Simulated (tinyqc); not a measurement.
Inputs raised by 5 %, one at a time: two-band model of a narrow-gap semiconductor with electrons and holes. Computed by tinyqc, a small Python program. Command: `OMP_NUM_THREADS=1 python tinyqc.py 3024629 3024630 out.jsonl bipolar sens`. One thread of a shared host (Intel(R) Xeon(R) Processor @ 2.30GHz), about 0.09 s of CPU time with the checks.

Two parabolic bands with acoustic scattering (r = -1/2, a = 0), a gap that does not change with T, and fully ionised dopants. Melting is ignored, so values above the melting point are formal, and kappa_L does not change with T. eta_n = (E_F - E_c)/(k_B T), eta_p = -eta_n - E_g/(k_B T).

Inputs (values chosen for the exercise, modelled on InSb):
```
quantity                              value        unit
electron mass m_n                     0.014         m_0
hole mass m_p                          0.43         m_0
electron mobility parameter mu_300,n  63000  cm^2/(V s)
hole mobility parameter mu_300,p        660  cm^2/(V s)
temperature exponent p                  1.5           -
band gap E_g                           0.18          eV
net doping N                          7e+18      1/cm^3
lattice thermal conductivity kappa_L     14     W/(m K)
temperature T                           810           K
```

Doping: p-type.

Constants: k_B = 8.617333262e-05 eV/K; m_0 = 9.1093837015e-31 kg; k_B = 1.380649e-23 J/K; hbar = 1.054571817e-34 J s; e = 1.602176634e-19 C.

Method:
- With x = E/(k_B T), a = alpha k_B T (0 for a parabolic band), G = x (1 + a x), D = 1 + 2 a x and <y> = int y f (1 - f) dx, f = 1/(1 + exp(x - eta)): tau = tau_0 G^r/D; transport function s = G^(3/2 + r)/D^2; n = N_0 <G^(3/2)> with N_0 = (2 m k_B T)^(3/2)/(3 pi^2 hbar^3).
- Integrals over x = E/(k_B T) use 160 Gauss-Legendre points in u = sqrt(x) from 0 to sqrt(max(eta, 0) + 32).
- Neutrality: p - n = N, with n = N_0(m_n) <x^(3/2)> at eta_n and p = N_0(m_p) <x^(3/2)> at eta_p.
- sigma = e mu_0 N_0 <s> with mu_0 = e tau_0/m = mu_300 (T/300 K)^(-p); |S| = (k_B/e)(<x s>/<s> - eta); Lorenz number L = (k_B/e)^2 (<x^2 s>/<s> - (<x s>/<s>)^2); kappa_e = L sigma T; zT = S^2 sigma T/(kappa_L + kappa_e).
- Hall factor r_H = <x^(3/2)> <x^(1/2)>/<s>^2.
- Both bands together (these totals replace the one-band zT): sigma = sigma_n + sigma_p; S = (sigma_p |S_p| - sigma_n |S_n|)/sigma; kappa_bip = (sigma_n sigma_p/sigma)(|S_n| + |S_p|)^2 T; kappa_e = (L_n sigma_n + L_p sigma_p) T; zT = S^2 sigma T/(kappa_L + kappa_e + kappa_bip); weak-field R_H = (r_p sigma_p^2/p - r_n sigma_n^2/n)/(e sigma^2), where the Hall factors r_n and r_p are <x^(3/2)> <x^(1/2)>/<s>^2.

Runs:
```
input moved                                      from        to  conductivity sigma (S/cm)  bipolar thermal conductivity (W/(m K))         zT  kappa_e (W/(m K))
base run                                            -         -                     208.22                                  1.4150  0.0040728            0.25799
electron mass m_n (m_0)                         0.014    0.0147                     214.74                                  1.4762  0.0028889            0.26610
hole mass m_p (m_0)                              0.43    0.4515                     214.59                                  1.4748  0.0037297            0.26590
hole mobility parameter mu_300,p (cm^2/(V s))     660       693                     214.34                                  1.4433  0.0051776            0.26556
band gap E_g (eV)                                0.18     0.189                     198.97                                  1.3659  0.0055977            0.24615
net doping N (1/cm^3)                           7e+18  7.35e+18                     210.24                                  1.4024  0.0054164            0.26050
temperature T (K)                                 810     850.5                     216.19                                  1.5395  0.0015613            0.28192
lattice thermal conductivity kappa_L (W/(m K))     14      14.7                     208.22                                  1.4150  0.0038987            0.25799
```

Exponents ln(y'/y) / ln(x'/x):
```
input                                 conductivity sigma  bipolar thermal conductivity       zT  kappa_e
electron mass m_n                                  0.633                         0.868   -7.039    0.635
hole mass m_p                                      0.618                         0.848   -1.804    0.619
hole mobility parameter mu_300,p                   0.594                         0.406    4.919    0.593
band gap E_g                                      -0.931                        -0.724    6.518   -0.963
net doping N                                       0.198                        -0.184    5.843    0.199
temperature T                                      0.770                         1.728  -19.652    1.818
lattice thermal conductivity kappa_L               0.000                         0.000   -0.896    0.000
```

To which inputs is each result most sensitive?

Among the inputs moved here: conductivity sigma answers most in size to band gap E_g (exponent -0.931), next to temperature T (+0.770); its exponent is below 0.0005 for lattice thermal conductivity kappa_L. bipolar thermal conductivity answers most in size to temperature T (exponent +1.728), next to electron mass m_n (+0.868); its exponent is below 0.0005 for lattice thermal conductivity kappa_L. zT answers most in size to temperature T (exponent -19.652), next to electron mass m_n (-7.039). kappa_e answers most in size to temperature T (exponent +1.818), next to band gap E_g (-0.963); its exponent is below 0.0005 for lattice thermal conductivity kappa_L.
